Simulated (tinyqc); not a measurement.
Inside a calculation. Model: capacitance measurement on a leaky thin oxide: effects of series resistance and leakage.

Program tinyqc, `OMP_NUM_THREADS=1 python tinyqc.py 2022006 2022007 out.jsonl`; Intel Xeon 2.30GHz, shared host, one thread, about 0.01 s. Printed values are rounded.

The device is a capacitance C in parallel with a leakage conductance G, in series with Rs and Ls. An impedance meter reports either a parallel pair (Cp, Gp) from Y = 1/Z = Gp + i w Cp or a series pair (Cs, Rm) from Z = Rm + 1/(i w Cs); w = 2 pi f, dissipation D = Gp/(w |Cp|).

Parameters, values chosen for the exercise; values of the order met in thin-oxide MOS capacitors: relative permittivity of the gate insulator (close to silicon dioxide) eox = 3.9; insulator thickness tox = 2.5 nm; gate area A = 2500 um^2; oxide-equivalent thickness added by the accumulation layer zc = 0.41 nm; oxide-equivalent thickness added by gate depletion zp = 0.35 nm; gate leakage current density, not matched to the thickness Jg = 1.6 A/cm^2; voltage for an e-fold rise of the leakage Vs = 0.4 V; series resistance Rs = 71 ohm; series inductance Ls = 0 nH; measuring frequency f = 1e6 Hz.

Constants: eps0 = 8.8541878128e-14 F/cm where lengths are in cm. Results are converted to the units shown.

## True capacitance and conductance

EOT = 3.9 tox/eox; CET = EOT + zc + zp; C = 3.9 eps0 A/CET; G = Jg A/Vs.

EOT = 2.5 nm
CET = 3.26 nm
C = 26.48108 pF
G = 100 uS

## What the meter reports

Z = Rs + i w Ls + 1/(G + i w C).

Z = 2724.635-4415.266i ohm
Cp = 26.10543 pF
Gp = 101.2190 uS
Cs = 36.04651 pF
D = 0.6170943

Cp is 1.4 % below C and Cs is 36 % above it; G Rs = 0.00710, w C Rs = 0.0118 and G/(w C) = 0.601.
